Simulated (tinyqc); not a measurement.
Two-band k.p model of the X valleys of a zinc-blende crystal: one step. Dispersion along the axis. Three cases, with inputs chosen for the exercise.

Problem. Nine points; energies of the lower band from its minimum, against a parabola about the minimum with the mass there.

k along the valley axis, counted from X, c = hbar^2/2m0, e = c k^2/ml. H = [[e - D/2, i P k], [-i P k, e + D/2]] with P^2 = D0 c/ml, so E = e -/+ sqrt(D^2/4 + D0 e). For D = 0 (diamond lattice) the bands cross at X.

With x = D/D0: for x < 1 the minima lie at k_m = sqrt(ml D0 (1 - x^2)/(4 c)), the hump at X has the height dE = (D0/4)(1 - x)^2 and the mass at the minimum is ml/(1 - x^2); the mass at X is ml/(1 - 1/x), negative for x < 1. For x > 1 the minimum is at X.

Constants: hbar^2/2m0 = 3.80998211 eV angstrom^2.

Case 1.

Values chosen (of the order of those of cubic SiC; not measured data):
- D = 2.919 eV (splitting of the two conduction levels at X)
- D0 = 1.179 eV (coupling energy)
- ml = 0.463 m0 (mass along the axis from remote bands)
- kmax = 0.12 1/angstrom (end of the path)

Case 2.

Values chosen (of the order of those of GaP; not measured data):
- D = 0.327 eV (splitting of the two conduction levels at X)
- D0 = 0.487 eV (coupling energy)
- ml = 0.965 m0 (mass along the axis from remote bands)
- kmax = 0.26 1/angstrom (end of the path)

Case 3.

Values chosen (of the order of those of cubic SiC; not measured data):
- D = 2.97 eV (splitting of the two conduction levels at X)
- D0 = 0.963 eV (coupling energy)
- ml = 0.443 m0 (mass along the axis from remote bands)
- kmax = 0.12 1/angstrom (end of the path)

Give: a table of k (1/angstrom), lower band (meV), parabola (meV), gap to the upper band (eV).

Solution.

Case 1.

Results:
```
k (1/angstrom)  lower band (meV)  parabola (meV)  gap to the upper band (eV)
0.0000                      0.00            0.00                      2.9190
0.0150                      1.10            1.10                      2.9205
0.0300                      4.42            4.41                      2.9250
0.0450                      9.95            9.93                      2.9324
0.0600                     17.71           17.66                      2.9428
0.0750                     27.71           27.59                      2.9562
0.0900                     39.98           39.73                      2.9724
0.1050                     54.53           54.08                      2.9914
0.1200                     71.39           70.63                      3.0132
```

At kmax the band lies at 71.4 meV and the parabola at 70.6 meV: far from X the curvature returns to 1/ml, so the band is steeper than the parabola of the minimum.

Case 2.

Results:
```
k (1/angstrom)  lower band (meV)  parabola (meV)  gap to the upper band (eV)
0.0000                     13.14           36.71                      0.3270
0.0325                     11.21           20.67                      0.3392
0.0650                      6.63            9.20                      0.3734
0.0975                      2.02            2.31                      0.4243
0.1300                      0.00            0.00                      0.4867
0.1625                      2.50            2.27                      0.5568
0.1950                     10.79            9.12                      0.6320
0.2275                     25.67           20.56                      0.7106
0.2600                     47.67           36.57                      0.7917
```

At kmax the band lies at 47.7 meV and the parabola at 36.6 meV: far from X the curvature returns to 1/ml, so the band is steeper than the parabola of the minimum.

Case 3.

Results:
```
k (1/angstrom)  lower band (meV)  parabola (meV)  gap to the upper band (eV)
0.0000                      0.00            0.00                      2.9700
0.0150                      1.31            1.31                      2.9713
0.0300                      5.23            5.23                      2.9750
0.0450                     11.78           11.77                      2.9813
0.0600                     20.96           20.92                      2.9900
0.0750                     32.77           32.69                      3.0012
0.0900                     47.24           47.08                      3.0148
0.1050                     64.39           64.08                      3.0309
0.1200                     84.22           83.69                      3.0493
```

At kmax the band lies at 84.2 meV and the parabola at 83.7 meV: far from X the curvature returns to 1/ml, so the band is steeper than the parabola of the minimum.

Computed by tinyqc, one run a case: `OMP_NUM_THREADS=1 python tinyqc.py N N+1 out.jsonl` with N = 1880328, 1880345, 1880397; one thread of a shared Intel(R) Xeon(R) Processor @ 2.30GHz, about 0.01 s a run at most.
